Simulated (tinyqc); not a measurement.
Worked calculation: Hueckel theory of the pi electrons with the omega technique, for the molecule c1ccc2nc3ccccc3cc2c1 (SMILES; centres numbered as the heavy atoms are written). One step of it, computed by the program tinyqc.

Problem. Orbitals, round 2. Diagonalise; E = alpha + x beta with beta < 0, so the largest x are filled first; degenerate levels share their electrons. P = sum n_i c_ri c_si; each orbital has its largest coefficient positive (the first on a tie).

matrix after round 1:
```
            1C        2C         3C        4C        5N        6C         7C        8C
1C   -0.004653  1.000000   0.000000  0.000000  0.000000  0.000000   0.000000  0.000000
2C    1.000000  0.018307   1.000000  0.000000  0.000000  0.000000   0.000000  0.000000
3C    0.000000  1.000000  -0.014067  1.000000  0.000000  0.000000   0.000000  0.000000
4C    0.000000  0.000000   1.000000  0.041730  1.000000  0.000000   0.000000  0.000000
5N    0.000000  0.000000   0.000000  1.000000  0.322448  1.000000   0.000000  0.000000
6C    0.000000  0.000000   0.000000  0.000000  1.000000  0.041730   1.000000  0.000000
7C    0.000000  0.000000   0.000000  0.000000  0.000000  1.000000  -0.014067  1.000000
8C    0.000000  0.000000   0.000000  0.000000  0.000000  0.000000   1.000000  0.018307
9C    0.000000  0.000000   0.000000  0.000000  0.000000  0.000000   0.000000  1.000000
10C   0.000000  0.000000   0.000000  0.000000  0.000000  0.000000   0.000000  0.000000
11C   0.000000  0.000000   0.000000  0.000000  0.000000  1.000000   0.000000  0.000000
12C   0.000000  0.000000   0.000000  0.000000  0.000000  0.000000   0.000000  0.000000
13C   0.000000  0.000000   0.000000  1.000000  0.000000  0.000000   0.000000  0.000000
14C   1.000000  0.000000   0.000000  0.000000  0.000000  0.000000   0.000000  0.000000

            9C       10C        11C       12C        13C       14C
1C    0.000000  0.000000   0.000000  0.000000   0.000000  1.000000
2C    0.000000  0.000000   0.000000  0.000000   0.000000  0.000000
3C    0.000000  0.000000   0.000000  0.000000   0.000000  0.000000
4C    0.000000  0.000000   0.000000  0.000000   1.000000  0.000000
5N    0.000000  0.000000   0.000000  0.000000   0.000000  0.000000
6C    0.000000  0.000000   1.000000  0.000000   0.000000  0.000000
7C    0.000000  0.000000   0.000000  0.000000   0.000000  0.000000
8C    1.000000  0.000000   0.000000  0.000000   0.000000  0.000000
9C   -0.004653  1.000000   0.000000  0.000000   0.000000  0.000000
10C   1.000000  0.013654   1.000000  0.000000   0.000000  0.000000
11C   0.000000  1.000000  -0.002809  1.000000   0.000000  0.000000
12C   0.000000  0.000000   1.000000  0.073227   1.000000  0.000000
13C   0.000000  0.000000   0.000000  1.000000  -0.002809  1.000000
14C   0.000000  0.000000   0.000000  0.000000   1.000000  0.013654
```

pi electrons, sum of z_r less the charge = 14

Give: x values; occupations; coefficients; charge and bond-order matrix P.

Solution.

x values: 2.467  2.009  1.504  1.429  1.014  1.003  0.490  -0.335  -0.986  -0.997  -1.338  -1.400  -1.991  -2.371

occupations: 2.000  2.000  2.000  2.000  2.000  2.000  2.000  0.000  0.000  0.000  0.000  0.000  0.000  0.000

coefficients:
```
       MO1     MO2     MO3     MO4     MO5     MO6     MO7     MO8
1C   0.139   0.286  -0.275   0.310  -0.397  -0.086   0.238   0.201
2C   0.143   0.288  -0.096   0.416  -0.278   0.304  -0.206   0.233
3C   0.210   0.287   0.133   0.277   0.121   0.386  -0.335  -0.283
4C   0.379   0.293   0.298  -0.017   0.402   0.088   0.037  -0.142
5N   0.353   0.000   0.504  -0.030   0.000   0.000   0.435   0.433
6C   0.379  -0.293   0.298  -0.017  -0.402  -0.088   0.037  -0.142
7C   0.210  -0.287   0.133   0.277  -0.121  -0.386  -0.335  -0.283
8C   0.143  -0.288  -0.096   0.416   0.278  -0.304  -0.206   0.233
9C   0.139  -0.286  -0.275   0.310   0.397   0.086   0.238   0.201
10C  0.201  -0.288  -0.320   0.028   0.127   0.391   0.324  -0.299
11C  0.355  -0.289  -0.201  -0.270  -0.270   0.301  -0.084  -0.097
12C  0.297   0.000  -0.281  -0.398   0.000   0.000  -0.402   0.474
13C  0.355   0.289  -0.201  -0.270   0.270  -0.301  -0.084  -0.097
14C  0.201   0.288  -0.320   0.028  -0.127  -0.391   0.324  -0.299

        MO9    MO10    MO11    MO12    MO13    MO14
1C    0.400  -0.091  -0.305  -0.304   0.291   0.163
2C   -0.274  -0.298   0.073   0.412  -0.289  -0.160
3C   -0.125   0.393   0.206  -0.281   0.290   0.219
4C    0.395  -0.089  -0.345  -0.023  -0.285  -0.356
5N    0.000   0.000   0.416   0.027   0.000   0.264
6C   -0.395   0.089  -0.345  -0.023   0.285  -0.356
7C    0.125  -0.393   0.206  -0.281  -0.290   0.219
8C    0.274   0.298   0.073   0.412   0.289  -0.160
9C   -0.400   0.091  -0.305  -0.304  -0.291   0.163
10C   0.118  -0.388   0.333   0.012   0.289  -0.226
11C   0.282   0.301  -0.146   0.287  -0.288   0.375
12C   0.000   0.000   0.207  -0.390   0.000  -0.307
13C  -0.282  -0.301  -0.146   0.287   0.288   0.375
14C  -0.118   0.388   0.333   0.012  -0.289  -0.226
```

charge and bond-order matrix P:
```
         1C      2C      3C      4C      5N      6C      7C      8C
1C    0.991   0.586   0.000  -0.218   0.010   0.115  -0.005  -0.080
2C    0.586   0.996   0.736   0.021  -0.200   0.023   0.070  -0.015
3C    0.000   0.736   0.993   0.538  -0.027  -0.129   0.010   0.070
4C   -0.218   0.021   0.538   0.977   0.600  -0.043  -0.129   0.023
5N    0.010  -0.200  -0.027   0.600   1.137   0.600  -0.027  -0.200
6C    0.115   0.023  -0.129  -0.043   0.600   0.977   0.538   0.021
7C   -0.005   0.070   0.010  -0.129  -0.027   0.538   0.993   0.736
8C   -0.080  -0.015   0.070   0.023  -0.200   0.021   0.736   0.996
9C    0.002  -0.080  -0.005   0.115   0.010  -0.218   0.000   0.586
10C   0.071   0.010  -0.035  -0.013   0.101  -0.017  -0.368   0.008
11C  -0.001   0.116   0.003  -0.181  -0.009   0.485   0.001  -0.217
12C  -0.201  -0.028   0.099   0.041  -0.399   0.041   0.099  -0.028
13C   0.005  -0.217   0.001   0.485  -0.009  -0.181   0.003   0.116
14C   0.737   0.008  -0.368  -0.017   0.101  -0.013  -0.035   0.010

         9C     10C     11C     12C     13C     14C
1C    0.002   0.071  -0.001  -0.201   0.005   0.737
2C   -0.080   0.010   0.116  -0.028  -0.217   0.008
3C   -0.005  -0.035   0.003   0.099   0.001  -0.368
4C    0.115  -0.013  -0.181   0.041   0.485  -0.017
5N    0.010   0.101  -0.009  -0.399  -0.009   0.101
6C   -0.218  -0.017   0.485   0.041  -0.181  -0.013
7C    0.000  -0.368   0.001   0.099   0.003  -0.035
8C    0.586   0.008  -0.217  -0.028   0.116   0.010
9C    0.991   0.737   0.005  -0.201  -0.001   0.071
10C   0.737   1.001   0.535   0.016  -0.131  -0.008
11C   0.005   0.535   0.987   0.606  -0.001  -0.131
12C  -0.201   0.016   0.606   0.974   0.606   0.016
13C  -0.001  -0.131  -0.001   0.606   0.987   0.535
14C   0.071  -0.008  -0.131   0.016   0.535   1.001
```
